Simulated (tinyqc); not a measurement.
Minority carriers and saturation current of a heavily doped emitter: one step of the calculation.

n-type, parabolic bands, full ionisation. eta = (EF - Ec)/kB T solves N = Nc F12(eta), F12(x) = (2/sqrt(pi)) int_0^infinity sqrt(u)/(1 + exp(u - x)) du. The gap shrinks rigidly by dEg = E1 [ln(N/N0) + sqrt(ln^2(N/N0) + 0.5)], an empirical law that is here taken as the true narrowing.

Question. Saturation current. 1/tau = Cn N^2 + 1/ts, D = mup Vt, L = sqrt(D tau); J0 = (q p0 D/L)(s + tanh(W/L))/(1 + s tanh(W/L)), s = S L/D; the share recombining inside is 1 - 1/[cosh(W/L)(1 + tanh(W/L)/s)].

Parameters, values chosen for the exercise; band and dielectric values close to those of silicon: temperature T = 300 K; ionised donor density N = 3.1e19 cm^-3; minority-hole mobility mup = 220 cm^2/(V s); Auger coefficient Cn = 1.7e-31 cm^6/s; defect lifetime ts = 4 us; emitter width W = 800 nm; recombination velocity at the contact S = 9.6e5 cm/s.

Constants: q = 1.602176634e-19 C, kB = 1.380649e-23 J/K, Vt = kB T/q. Results are converted to the units shown.

p0 = 22.444921 cm^-3

Give: tau; L; s; J0; share recombining inside.

Answer.

tau = 6.112 ns
L = 1864 nm
s = 31.47
J0 = 254.6 fA/cm^2
share recombining inside = 9.710 %

The emitter is transparent: most holes reach the contact.

Range of the model: Band tails, non-parabolic bands and incomplete ionisation are left out.

Numbers from tinyqc (`OMP_NUM_THREADS=1 python tinyqc.py 2330087 2330088 out.jsonl`; about 0.01 s on one thread of a shared Intel Xeon 2.30GHz).
